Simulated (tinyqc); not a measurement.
What moves the results: two-dimensional electron gas with Rashba and Dresselhaus coupling. A value that a table varies takes the place of the one given here.

H = c k^2/m + al (ky sx - kx sy) + b1 (kx sx - ky sy) + gam kx ky (kx sy - ky sx), s the Pauli matrices, x = [100], c = hbar^2/2m0, b1 = gam (pi/L)^2 (hard walls). H = c k^2/m + B.s, so E = c k^2/m -/+ |B| and the lower state has its spin along -B.

Constants: hbar^2/2m0 = 3.80998211 eV angstrom^2.

Parameters, chosen for this exercise (of the size met in InAs; the results hold for these values, not for the real material): m = 0.0278 m0 (mass); al = 0.25 eV angstrom (Rashba constant); gam = 23 eV angstrom^3 (bulk Dresselhaus constant); L = 191 angstrom (width of the (001) well); n = 11 1e11/cm^2 (sheet density (one subband filled)).

## Splitting and spin direction around the circle

At |k| = k0 = sqrt(2 pi n), 1e11/cm^2 = 1e-5/angstrom^2.

Around the circle:
```
phi (deg)  Bx (meV)  By (meV)  splitting (meV)  lower spin (deg)
0.0          0.1636   -6.5724          13.1489              91.4
22.5         2.6098   -5.9982          13.0828             113.5
45.0         4.6153   -4.6153          13.0541             135.0
67.5         5.9982   -2.6098          13.0828             156.5
90.0         6.5724   -0.1636          13.1489             178.6
112.5        6.1460    2.4206          13.2111            -158.5
135.0        4.6795    4.6795          13.2356            -135.0
157.5        2.4206    6.1460          13.2111            -111.5
```

What can be read from the table?

The splitting runs from 13.0541 meV at 45 to 13.2356 meV at 135 degrees. Along [110] it is 2 k |al + b1 - 2 b3| and along [-110] 2 k |al - b1 + 2 b3|, b3 = gam k^2/4. From 0 to 90 degrees the spin turns with k (+87 degrees), the sense of the Rashba term.

## What each parameter does

Splittings 2|B| at k0 = sqrt(2 pi n) along [100], [110] and [-110], and E0 = c k0^2/m; 1e11/cm^2 = 1e-5/angstrom^2. Each row changes one parameter from the base and keeps the others.

Results:
```
case                      [100] (meV)  [110] (meV)  [-110] (meV)  E0 (meV)
base                          13.1489      13.0541       13.2356     94.72
m = 0.03058 m0                13.1489      13.0541       13.2356     86.11
al = 0.3 eV angstrom          15.7772      15.6831       15.8646     94.72
gam = 27.6 eV angstrom^3      13.1507      13.0360       13.2538     94.72
L = 211 angstrom              13.1476      12.9950       13.2947     94.72
n = 16.5 1e11/cm^2            16.1041      15.7321       16.4662    142.08
```

How do the results move?

The largest shifts from the base row, up to three for each result and ties (the steps differ in size, so this ranks the rows, not the parameters). [100] (meV): n +2.9552, al +2.6283, gam +0.0018; unchanged at the printed digits by m. [110] (meV): n +2.6779, al +2.6290, L -0.0591; unchanged at the printed digits by m. [-110] (meV): n +3.2306, al +2.6290, L +0.0591; unchanged at the printed digits by m. E0 (meV): n +47.36, m -8.61; unchanged at the printed digits by al, gam and L.

Run: tinyqc, `OMP_NUM_THREADS=1 python tinyqc.py 1481756 1481757 out.jsonl`; Intel(R) Xeon(R) Processor @ 2.30GHz, one thread, shared host; about 0.01 s of CPU time with all checks.
